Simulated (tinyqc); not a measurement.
Minority-electron transport through the base of a bipolar transistor (Moll-Ross and Kroemer integrals): one step, computed by the program tinyqc.

Low injection, one dimension, x from the emitter edge (0) to the collector edge (W), s = x/W. Recombination is treated as a small correction (valid for tau_B well below tau_n), computed from the stored charge.

Task: Profile and built-in field. N(x) = N_0 (ratio)^(-s); n_i(x) = n_i; D(x) = (k_B T/e) mu, mu = mu_min + (mu_max - mu_min)/(1 + (N/N_ref)^0.7). Field that drives electrons towards the collector, averaged over the base: (k_B T/e) ln[N_0 n_i(W)^2/(N(W) n_i^2)]/W.

Inputs (values chosen for the exercise, modelled on SiGe):

| quantity | value | unit |
|---|---|---|
| base doping at the emitter edge N_0 | 3.7e+18 | 1/cm^3 |
| base width W | 260 | nm |
| mu_min | 170 | cm^2/(V s) |
| mu_max | 1140 | cm^2/(V s) |
| N_ref | 1.1e+17 | 1/cm^3 |
| temperature T | 300 | K |
| doping ratio N_0/N(W) | 6.1 | - |

Base doping profile: exponential. Gap grading: none. Exit of the base: infinite sink.

Constants: k_B = 8.617333262e-05 eV/K.

Give: Across the base; drift factor eta (potential drop in k_B T/e); mean built-in field.

Result:

Across the base:

| s | N (1/cm^3) | n_i(x)^2/n_i^2 | D (cm^2/s) | y (s/cm^5) |
|---|---|---|---|---|
| 0.0 | 3.700e+18 | 1 | 6.37 | 5.811e+17 |
| 0.2 | 2.577e+18 | 1 | 6.88 | 3.746e+17 |
| 0.4 | 1.795e+18 | 1 | 7.51 | 2.392e+17 |
| 0.6 | 1.250e+18 | 1 | 8.26 | 1.513e+17 |
| 0.8 | 8.708e+17 | 1 | 9.17 | 9.501e+16 |
| 1.0 | 6.066e+17 | 1 | 10.22 | 5.934e+16 |

drift factor eta (potential drop in k_B T/e) = 1.808

mean built-in field = 1.798 kV/cm
